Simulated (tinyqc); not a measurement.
# From bulk modulus B back to unlike repulsion lambda

Model: Born-Mayer model of an ionic crystal AB. Computed by tinyqc, a small Python program. Command: `OMP_NUM_THREADS=1 python tinyqc.py 3027334 3027335 out.jsonl bornmayer inv`. One thread of a shared host (Intel(R) Xeon(R) Processor @ 2.30GHz), about 0.03 s of CPU time with the checks.

Energies are per ion pair and r is the nearest distance of unlike ions.

Inputs (values chosen for the exercise, for a model salt):
```
quantity,value,unit
ionic charge z,1,-
range rho,0.306,angstrom
like repulsion lambda2,1590,eV
dispersion C between like ions,45,eV angstrom^6
```

Structure: rock salt. Short range: with like-ion terms.

Constants: e^2/(4 pi eps_0) = 14.39964548 eV angstrom; 1 eV/angstrom^3 = 160.2176634 GPa.

Method:
- Madelung constant M, unlike neighbours z1, like neighbours z2 at f r, volume per pair: rock salt 1.747565, 6, 12, sqrt2, 2 r^3; caesium chloride 1.762675, 8, 6, 2/sqrt3, 8 r^3/(3 sqrt3); zinc blende 1.638055, 4, 12, sqrt(8/3), 16 r^3/(3 sqrt3).
- U(r) = -M z^2 e^2/(4 pi eps_0 r) + z1 lambda exp(-r/rho) + z2 [lambda2 exp(-f r/rho) - C/(f r)^6] (one mean like-ion term for both sublattices).
- Newton steps on g(r) = U'(r), from r = 9 rho: r(new) = r - U'(r)/U''(r), with the move limited to 0.3 angstrom. Where U'' is negative, move 0.3 angstrom downhill. Stop when |U'| is below 1e-9.
- B = U''(r0)/(9 c r0), with the volume written as c r^3.

Problem. A run gave the result below. Find the unlike repulsion lambda, known to lie between 2500 and 3700 eV.

bulk modulus B = 21.67957 GPa

Solution.

Each step takes the trial c = (a f_b - b f_a)/(f_b - f_a), f being the result less the target and a, b, c the logarithms of the listed values; c replaces end b, the old b replaces a if the sign of f changed, and otherwise f_a is halved.

Scan of the range:
```
unlike repulsion lambda (eV),bulk modulus B (GPa)
2500,23.0221
2670,22.4472
2850,21.8981
3040,21.3747
3250,20.8525
3470,20.3589
3700,19.8921
```

False position (Illinois rule, in the logarithm of the input) inside the bracket:
```
step,end a,end b,trial,bulk modulus B (GPa)
1,2850.00,3040.00,2927.84,21.6772
2,2850.00,2927.84,2926.19,21.6818
3,2927.84,2926.19,2927.00,21.6796
4,2926.19,2927.00,2927.00,21.6796
```

Bulk modulus B falls at every point of a 13-point scan of the range (every second point is shown), so one value fits; it is bracketed by 2850 and 3040. Answer: unlike repulsion lambda = 2927 eV.
